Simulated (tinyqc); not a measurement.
Beam energy: resolution against speed: sputter depth profiling of a dopant layer: erosion rate, quantification and the mixing-roughness response. Computed by tinyqc, a small Python program. Command: `OMP_NUM_THREADS=1 python tinyqc.py 3004941 3004942 out.jsonl sims walk`. One thread of a shared host (Intel(R) Xeon(R) Processor @ 2.30GHz), about 0.06 s of CPU time with the checks.

A rastered ion beam erodes silicon (49.94 atoms per nm^3). The measured profile is the true one convolved with a depth response.

Inputs (values chosen for the exercise, modelled on a dopant in silicon under an oxygen or caesium beam):
```
quantity                               value    unit
beam energy E                            1.1     keV
beam current                              25      nA
raster side                              400      um
sputter yield at 1 keV                   1.4       -
mixing length at 1 keV                     2      nm
roughness sigma                         0.95      nm
depth of the top edge z0                  36      nm
box width b                              1.8      nm
box concentration C                  2.2e+19  1/cm^3
relative sensitivity factor RSF      3.4e+20  1/cm^3
matrix count rate                     990000     1/s
background count rate                   0.78     1/s
counting time per point                    2       s
level that defines the junction C_B    2e+17  1/cm^3
```

True profile: box.

Constants: e = 1.602176634e-19 C.

Method:
- Scaling chosen for the exercise: yield Y = Y1 E^0.5, mixing length w = w1 E^0.5 (E in keV).
- Erosion rate = Y I/(e x raster^2 x density); depth step = rate x counting time; concentration = RSF x counts/matrix counts; detection limit = RSF x 3 sqrt(background x time)/(matrix rate x time).
- Mixing alone turns a layer at z0 into (1/w) exp(-(z - z0 + w)/w) for z > z0 - w; roughness adds a Gaussian of width sigma. With x = z - z0 + w: g(x) = (1/(2w)) exp(sigma^2/(2 w^2) - x/w) erfc((sigma/w - x/sigma)/sqrt2), and its integral G(x) = (1/2) erfc(-x/(sigma sqrt2)) - w g(x). Measured: C [G(x) - G(x - b)].
- Width = full width at half maximum; the apparent junction is the deep point where the profile falls to C_B; time to profile to twice z0 = 2 z0/erosion rate, at fixed current.

erosion rate = 0.0286738 nm/s

Measured values:
```
E (keV)  w (nm)  peak (1/cm^3)  width (nm)  apparent junction (nm)  time (min)
0.15     0.7746     1.2405e+19      2.9504                  41.169      113.33
0.25     1.0000     1.1649e+19      3.0993                  41.771       87.79
0.50     1.4142     1.0411e+19      3.3792                  42.888       62.07
1.00     2.0000     9.0042e+18      3.7827                  44.383       43.89
2.00     2.8284     7.5384e+18      4.3662                  46.295       31.04
4.00     4.0000     6.1221e+18      5.2083                  48.654       21.95
8.00     5.6569     4.8389e+18      6.4087                  51.459       15.52
```

What follows from these numbers?

From the highest to the lowest energy the width goes from 6.41 to 2.95 nm, towards the floor set by roughness and the box width 1.8 nm, and the junction error from 13.7 to 3.37 nm, at 7.3 times the time. Extrapolating the tail slope to zero energy separates mixing from real diffusion. Caution: the surface transient, segregation under the beam and the growth of roughness with depth are left out, and real yields fall faster near the sputter threshold.

Extremes, crossings and ranges named in words are read from the listed rows.
